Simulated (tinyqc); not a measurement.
Heterojunction of two tight-binding chains, step by step. Values are carried at full precision from step to step, so a last printed digit may differ when a step is redone from the rounded ones.

Left chain: hopping -t1, sites at 2 t1 (band bottom 0). Right chain: hopping -t2, sites at dE + 2 t2 (bottom dE). t = c/(m a^2), c = hbar^2/2m0. The bond across the interface is -tc with tc = f sqrt(t1 t2), and the last left site has the extra energy U. In a chain E = bottom + 2t (1 - cos(ka)); the surface Green function of a half chain is g = -exp(ika)/t, with Im k > 0 where cos(ka) > 1.

Constants: hbar^2/2m0 = 3.80998211 eV angstrom^2.

Inputs chosen for the exercise (masses and offset of the size met at GaN / AlGaN; shifted at random, so the results belong to these values and not to a real crystal):
- a = 3 angstrom (site spacing)
- m1 = 0.203 m0 (mass on the left)
- m2 = 0.259 m0 (mass on the right)
- f = 1.17 (factor on the interface hopping)
- dE = 0.37 eV (band offset)
- E = 0.51 eV (electron energy)
- U = -0.84 eV (extra energy on the last left site)

## Hoppings

Form t1, t2 and tc.

t1 = 2.0854 eV
t2 = 1.6345 eV
tc = 2.1601 eV

## Wave numbers and velocities

The left chain has hopping t1 and band bottom 0, the right one t2 and dE. cos(ka) = 1 - (E - bottom)/(2t); dE/dk = 2 t a sin(ka).

ka (rad): left 0.49971, right 0.29372

dE/dk (eV angstrom): left 5.9955, right 2.8393

## Self-energies on the last left site

Hoppings t1 (left), t2 (right), tc (interface); g is the surface Green function of a half chain. The rest of the left chain gives S1 = t1^2 g1 = -t1 exp(i k1 a); the right chain gives S2 = tc^2 g2 = -(tc^2/t2) exp(i k2 a).

S1 = -1.83038-0.99926i eV
S2 = -2.73241-0.82647i eV

## Transmission

The last site of the left chain has energy 2 t1 + U, and S1, S2 are the self-energies of the two half chains on it. G = 1/(E - 2 t1 - U - S1 - S2); T = 4 Im(S1) Im(S2) |G|^2.

G = 0.2736-0.2867i 1/eV
T = 0.5188

A fraction 0.4812 is reflected although the electron lies above the step.

## Checks

- T from the Green function against 1 - |r|^2 from matching plane waves: both 0.518757.

tinyqc: `OMP_NUM_THREADS=1 python tinyqc.py 1452373 1452374 out.jsonl`; about 0.01 s, one thread, shared Intel(R) Xeon(R) Processor @ 2.30GHz.
